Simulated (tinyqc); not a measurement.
Substrate current against gate voltage: lateral field, substrate current, probability of reaching the oxide barrier and hot-carrier lifetime of a silicon transistor (pseudo-two-dimensional and lucky-electron models). Computed by tinyqc, a small Python program. Command: `OMP_NUM_THREADS=1 python tinyqc.py 3010942 3010943 out.jsonl hotcar walk`. One thread of a shared host (Intel(R) Xeon(R) Processor @ 2.30GHz), about 0.01 s of CPU time with the checks.

Local-field models: a lucky carrier gains its energy at the peak field over a path free of collisions. Voltages are magnitudes.

Inputs (values chosen for the exercise, modelled on a silicon n-channel): channel length L = 1400 nm; oxide thickness t = 32 nm; junction depth x_j = 460 nm; mobility mu = 280 cm^2/(V s); saturation velocity v_s = 0.78 1e7 cm/s; threshold voltage V_T = 0.63 V; drain voltage V_D = 7.6 V; ionisation prefactor A_i = 2.2e+06 1/cm; ionisation field B_i = 1.71 MV/cm; hot-carrier mean free path lambda = 8 nm; oxide barrier phi_b = 3.1 eV; interface-trap threshold phi_it = 3.6 eV; lifetime constant H = 2000 s microampere/micrometre.

Drain: abrupt.

Constants: eps_0 = 8.8541878128e-12 F/m.

Method:
- C_ox = 3.9 eps_0/t; F_sat = 2 v_s/mu; V_Dsat = V_ov F_sat L/(V_ov + F_sat L), V_ov = V_G - V_T; I_D/W = C_ox v_s (V_ov - V_Dsat).
- Scale length l = 0.22 t^(1/3) x_j^(1/2) (all in cm); F_m = sqrt(((V_D - V_Dsat)/l_e)^2 + F_sat^2), with l_e = l; length of the velocity-saturated region l_e ln((V_D - V_Dsat)/(l_e F_sat) + F_m/F_sat).
- Substrate current I_sub/I_D = (A_i/B_i)(V_D - V_Dsat) exp(-B_i/F_m); probability of reaching the oxide barrier exp(-phi_b/(e lambda F_m)); lifetime tau = (H/(I_D/W)) exp(phi_it/(e lambda F_m)).

At the given drain voltage:
```
V_G (V)  V_Dsat (V)  I_D/W (microampere/micrometre)  F_m (kV/cm)  I_sub/W (microampere/micrometre)     tau (s)
1.0          0.3532                            1.41       334.25                           0.07891  9.9658e+08
1.4          0.7008                            5.82       318.68                           0.24155  4.6607e+08
2.0          1.1653                           17.23       297.90                           0.45843  4.2179e+08
2.8          1.6977                           39.75       274.15                           0.59017  6.7640e+08
3.7          2.2029                           72.98       251.70                           0.56789  1.5935e+09
4.9          2.7594                          127.15       227.09                           0.42496  6.3495e+09
6.0          3.1804                          184.30       208.58                           0.28830  2.5422e+10
7.2          3.5662                          252.83       191.73                           0.17562  1.2341e+11
8.4          3.8925                          326.37       177.58                           0.10239  6.2019e+11
```

What follows from these numbers?

I_sub peaks at V_G = 2.8 V, 0.37 V_D: a higher gate voltage brings more carriers but raises V_Dsat and so lowers F_m. The shortest lifetime among the rows lies at V_G = 2 V, below that of the largest I_sub, since tau depends more steeply on the field.

Extremes, crossings and ranges named in words are read from the listed rows.
